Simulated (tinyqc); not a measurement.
# Inputs raised by 2 %, one at a time

Model: kinetic Monte Carlo and master equation for a particle on a ring of sites with traps and bias. Computed by tinyqc, a small Python program. Command: `OMP_NUM_THREADS=1 python tinyqc.py 3028602 3028603 out.jsonl kmc sens`. One thread of a shared host (Intel(R) Xeon(R) Processor @ 2.30GHz), about 0.01 s of CPU time with the checks.

6 sites on a ring, numbered 1 to 6. The saddle between i and i+1 lies at E0 + s b_i and site i at s eps_i; a force F tilts the landscape, with the saddle half-way.

Inputs (values chosen for the exercise, for a model defect): reference barrier E0 = 0.62 eV; scale factor s of the disorder = 1; attempt frequency nu = 12 THz; temperature T = 680 K; site spacing a = 4 angstrom; force F along the ring = 0.00039 eV/angstrom.

Disorder: random barriers.

site energies eps_i (eV): [0, 0, 0, 0, 0, 0]

saddle shifts b_i between sites i and i+1 (eV): [-0.078, -0.086, -0.053, -0.00083, 0.052, 0.085]

Constants: k_B = 8.617333262e-05 eV/K.

Method:
- Rates: k(i to i+1) = nu exp(-(E0 + s b_i - s eps_i - F a/2)/(k_B T)), k(i to i-1) = nu exp(-(E0 + s b_(i-1) - s eps_i + F a/2)/(k_B T)).
- Share right = k right/(k right + k left); mean stay = 1/(k right + k left).
- Master equation dP/dt = W P, W_(i+1,i) = k right, W_(i-1,i) = k left, columns summing to zero. The steady state is its null vector; drift v = a sum P_i (k right - k left). D = a^2 lambda''(0)/2, where lambda(q) is the leading eigenvalue of W with right hops weighted by exp(q) and left hops by exp(-q).
- The slowest relaxation rate is minus the real part of the next eigenvalue of W. 1 angstrom = 1e-8 cm.
- At zero force D0 = a^2 nu exp(-E0/(k_B T)) / [<exp(-s eps/(k_B T))> <exp(s b/(k_B T))>], with means over the ring; Einstein relation v = D0 F/(k_B T); 1 angstrom = 1e-8 cm.

Runs; columns: (1) input moved; (2) from; (3) to; (4) drift velocity v (cm/s); (5) zero-force diffusivity D0 (cm^2/s); (6) slowest relaxation rate (1/s); (7) D0 over the value without disorder:
```
(1)                                       (2)        (3)      (4)         (5)         (6)      (7)
base run                                    -          -  0.22703  3.4111e-07  1.8952e+08  0.69933
reference barrier E0 (eV)                0.62     0.6324  0.18373  2.7605e-07  1.5337e+08  0.69933
scale factor s of the disorder              1       1.02  0.22318  3.3532e-07  1.8638e+08  0.68747
attempt frequency nu (THz)                 12      12.24  0.23157  3.4793e-07  1.9331e+08  0.69933
temperature T (K)                         680      693.6  0.27845  4.2673e-07  2.3702e+08  0.71095
site spacing a (angstrom)                   4       4.08  0.23620  3.5489e-07  1.8953e+08  0.69933
force F along the ring (eV/angstrom)  0.00039  0.0003978  0.23157  3.4111e-07  1.8953e+08  0.69933
```

Exponents ln(y'/y) / ln(x'/x):
```
input                           drift velocity v  zero-force diffusivity D0  slowest relaxation rate  D0 over the value without disorder
reference barrier E0                     -10.686                    -10.686                  -10.686                               0.000
scale factor s of the disorder            -0.863                     -0.863                   -0.843                              -0.863
attempt frequency nu                       1.000                      1.000                    1.000                               0.000
temperature T                             10.309                     11.309                   11.294                               0.832
site spacing a                             2.000                      2.000                    0.002                               0.000
force F along the ring                     1.000                      0.000                    0.002                               0.000
```

Among the inputs moved here: drift velocity v answers most in size to reference barrier E0 (exponent -10.686), next to temperature T (+10.309). Its exponent +1.000 in force F along the ring: linear response. Zero-force diffusivity D0 answers most in size to temperature T (exponent +11.309), next to reference barrier E0 (-10.686); its exponent is below 0.0005 for force F along the ring. Its exponent +2.000 in site spacing a: D scales with the square of the jump. Slowest relaxation rate answers most in size to temperature T (exponent +11.294), next to reference barrier E0 (-10.686). D0 over the value without disorder answers most in size to scale factor s of the disorder (exponent -0.863), next to temperature T (+0.832); its exponent is below 0.0005 for reference barrier E0, attempt frequency nu, site spacing a, force F along the ring. Its exponent 0.000 in reference barrier E0: a common shift of all barriers cancels in the ratio.

Extremes, crossings and ranges named in words are read from the listed rows.
